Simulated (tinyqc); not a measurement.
Single-oscillator infrared dielectric function of a polar cubic crystal. Changing the Born charge Z*. Computed by tinyqc, a small Python program. Command: `OMP_NUM_THREADS=1 python tinyqc.py 3003076 3003077 out.jsonl infrared sweep`. One thread of a shared host (Intel(R) Xeon(R) Processor @ 2.30GHz), about 0.01 s of CPU time with the checks.

One ion pair, charges +Z* and -Z*, in a cell of volume Omega = a^3/4. Frequencies omega are given as wavenumbers (1/cm); eps_s is the static dielectric constant.

Inputs (values chosen for the exercise, for a model crystal):
```
quantity                    value      unit
lattice constant a           4.75  angstrom
mass M_A                     35.6         u
mass M_B                     31.6         u
omega_TO                      116      1/cm
eps_inf                      9.27         -
phonon damping gamma          5.5      1/cm
probe frequency / omega_TO    1.5         -
```

Structure: zinc blende. Free carriers: absent.

Constants: nu for 1 eV/(angstrom^2 u) = 15.6333042 THz; 1 THz = 33.35640952 1/cm; e^2/(4 pi eps_0) = 14.39964548 eV angstrom.

Method:
- mu = M_A M_B/(M_A + M_B); ionic plasma term W^2 = 4 pi Z*^2 (e^2/(4 pi eps_0))/(Omega mu) in eV/(angstrom^2 u), turned into 1/cm by W = 15.6333042 x 33.35640952 x sqrt(W^2); omega_LO^2 = omega_TO^2 + W^2/eps_inf; eps_s = eps_inf + W^2/omega_TO^2; Szigeti charge 3 Z*/(eps_inf + 2); longitudinal (Callen) charge Z*/eps_inf.
- eps(omega) = eps_inf + W^2/(omega_TO^2 - omega^2 - i gamma omega); n + i k = sqrt(eps) with k >= 0; R = |(n + i k - 1)/(n + i k + 1)|^2 at normal incidence from vacuum.
- omega is the probe ratio times omega_TO. Intensity decays over 1/(4 pi omega k); the loss function is Im(-1/eps).

One run for each value:
```
Born charge Z* (e)  omega_LO (1/cm)   eps_s  Szigeti charge (e)  reflectivity R
0.53                         129.54  11.560             0.14108         0.21492
0.90                         151.80  15.874             0.23957         0.11201
1.30                         182.91  23.049             0.34605         0.71516
1.60                         209.17  30.142             0.42591         0.92074
2.00                         246.57  41.882             0.53239         0.96021
2.40                         285.70  56.231             0.63886         0.97295
2.80                         325.94  73.189             0.74534         0.97925
3.10                         356.63  87.620             0.82520         0.98223
```

Over the rows, omega_LO (1/cm) rises from 130 to 357 (exponent d ln y / d ln x 0.30 between the first rows and 0.88 between the last); eps_s rises from 11.6 to 87.6 (exponent d ln y / d ln x 0.60 between the first rows and 1.8 between the last); Szigeti charge (e) rises from 0.141 to 0.825 (exponent d ln y / d ln x about 1.0 throughout). The exponent of Szigeti charge stays at 1: it is proportional to Z*. The charge enters as Z*^2: eps_s - eps_inf grows by a factor 34.2 = (3.1/0.53)^2, and omega_LO^2 - omega_TO^2 by the same factor, while omega_TO is held fixed.
